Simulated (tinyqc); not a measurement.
Abrupt p-n junction, non-linear Poisson equation by Newton steps: one step of the calculation.

One dimension, p side on the left, n side on the right; net doping C = -Na for x < 0 and +Nd for x > 0. The potential psi is counted from the intrinsic level, and the quasi-Fermi potentials are flat: 0 for holes and -V for electrons, so n = ni exp((psi + V)/Vt) and p = ni exp(-psi/Vt) (Boltzmann statistics, full ionisation, no current). Under reverse bias this makes the minority densities vanishingly small everywhere; they play no part in the charge.

Problem. Newton step. Solve the tridiagonal system a_(i-1) d_(i-1) + b_i d_i + a_i d_(i+1) = -F_i for nodes 1 to 9, with d = 0 on fixed nodes. Half of the step is added while the largest |d| exceeds 1.5 Vt, the full step after that.

Parameters, values chosen for the exercise: temperature T = 400 K.

Constants: q = 1.602176634e-19 C, kB = 1.380649e-23 J/K, Vt = kB T/q. Results are converted to the units shown.

coupling a_i, interval 0 to 9 (F/cm^2): 1.2691003e-6  1.5646441e-6  1.8816972e-6  2.2935547e-6  2.7858298e-6  9.2485039e-7  3.0953665e-7  1.0317888e-7  3.4403320e-8  1.1467773e-8

```
node  diagonal b (F/cm^2)  residual F (C/cm^2)
1           -1.1899982e-5        1.2339176e-12
2           -1.0745906e-5        5.8433784e-11
3           -9.6326283e-6         1.4671512e-8
4           -7.6010976e-6         4.9208614e-8
5           -4.3945403e-6         3.7944392e-8
6           -1.2389167e-6        4.7896250e-10
7           -4.1271553e-7        3.5692158e-16
8           -1.3758220e-7                   ~0
9           -1.6049574e-7         2.2927751e-8
```

psi after iteration 1, node 0 to 10 (V): -0.6916021  -0.6915053  -0.6908645  -0.6874085  -0.6675654  -0.6021015  -0.3913664  0.2214781  1.8995745  5.4891778  5.6142861

Find: Newton step d, before damping; psi after iteration 2.

Solution.

Newton step d, before damping, node 1 to 9 (V): 0.0001  0.0011  0.0060  0.0179  0.0263  0.0300  0.0398  0.0693  0.1577
psi after iteration 2, node 0 to 10 (V): -0.692  -0.691  -0.690  -0.684  -0.659  -0.589  -0.376  0.241  1.934  5.568  5.614

tinyqc, about 0.03 s, one thread, Intel Xeon 2.30GHz (shared host): `OMP_NUM_THREADS=1 python tinyqc.py 2000104 2000105 out.jsonl`

~0 in a residual or rate marks an entry under 1e-11 of the largest of its column.
